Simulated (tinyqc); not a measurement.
Nanowire ballistic transistor, top-of-the-barrier model: transfer curve.

At the top of the source barrier, states moving towards the drain are filled by the source (Fermi level 0) and states moving back by the drain (Fermi level -q Vd); nothing scatters. U is the shift of the band edge there, set by the capacitances CG, CD and CS (the total) and by the charge. Parabolic one-dimensional subband; the source is grounded.

N0 = gv sqrt(2 m kB T/pi)/hbar, CG = 2 pi eps0 eox/ln(1 + 2 tox/d), CS = CG/aG, n0 = n at U = 0 and Vd = 0. eta1 = -(E0 + U)/Vt, eta2 = eta1 - Vd/Vt, n = (N0/2)[F_(-1/2)(eta1) + F_(-1/2)(eta2)], F_(-1/2)(x) = (1/sqrt(pi)) int_0^infinity u^(-1/2)/(1 + exp(u - x)) du. U = UL + q (n - n0)/CS with UL = -(aG Vg + aD Vd), energies in eV. I = gv (2 q^2/h) Vt [ln(1 + exp eta1) - ln(1 + exp eta2)]. CQ = (q/Vt) dn/d(eta1).

Parameters, values chosen for the exercise; mass and valleys close to those of a monolayer dichalcogenide:
```
symbol  value  unit                                                                 meaning
T         250     K                                                             temperature
m       0.506    m0                                                          effective mass
gv          2                                                             valley degeneracy
eox       3.9                                   relative permittivity of the gate insulator
tox       1.7    nm                                                     insulator thickness
d           6    nm                                                           wire diameter
aG        0.9                                                            gate control CG/CS
aD      0.092                                                           drain control CD/CS
E0       0.36    eV  band edge at the barrier top above the source Fermi level at zero bias
Vd        0.8     V                                                           drain voltage
```

Constants: q = 1.602176634e-19 C, kB = 1.380649e-23 J/K, hbar = 1.054571817e-34 J s, h = 6.62607015e-34 J s, m0 = 9.1093837015e-31 kg, Vt = kB T/q, eps0 = 8.8541878128e-14 F/cm where lengths are in cm. Results are converted to the units shown.

Transfer curve:

| Vg (V) | eta1 | n (cm^-1) | I (uA) | mean velocity I/(q n) (cm/s) | CQ/CS |
|---|---|---|---|---|---|
| 0 | -13.294 | 5.0830 | 5.6230e-6 | 6.9045e6 | 7.0399e-6 |
| 0.12 | -8.2820 | 763.44 | 8.4457e-4 | 6.9049e6 | 0.0010572 |
| 0.25 | -3.0429 | 1.3926e5 | 0.15554 | 6.9712e6 | 0.18664 |
| 0.38 | 0.020272 | 1.8488e6 | 2.3480 | 7.9268e6 | 1.5987 |
| 0.5 | 1.8099 | 4.1763e6 | 6.5482 | 9.7863e6 | 1.7875 |
| 0.62 | 3.7707 | 6.3802e6 | 12.664 | 1.2389e7 | 1.3300 |
| 0.75 | 6.3211 | 8.4600e6 | 21.108 | 1.5573e7 | 0.97647 |
| 0.88 | 9.2213 | 1.0287e7 | 30.785 | 1.8678e7 | 0.78978 |
| 1 | 12.114 | 1.1818e7 | 40.443 | 2.1359e7 | 0.68370 |

The current rises from 5.62e-6 to 40.4 uA. Between the first two rows the swing is 55.1 mV a decade, against Vt ln 10/aG = 55.1. CQ/CS goes from 7.0e-6 to 0.68, so a volt on the gate moves the band edge by 0.90 eV in the first row and 0.53 eV in the last. The mean velocity rises from 6.90e6 to 2.14e7 cm/s. For Vg = 0.5 to 1 V higher subbands of the wire, left out here, could begin to fill.

Program tinyqc, `OMP_NUM_THREADS=1 python tinyqc.py 2400017 2400018 out.jsonl`; Intel Xeon 2.30GHz, shared host, one thread, about 0.03 s.
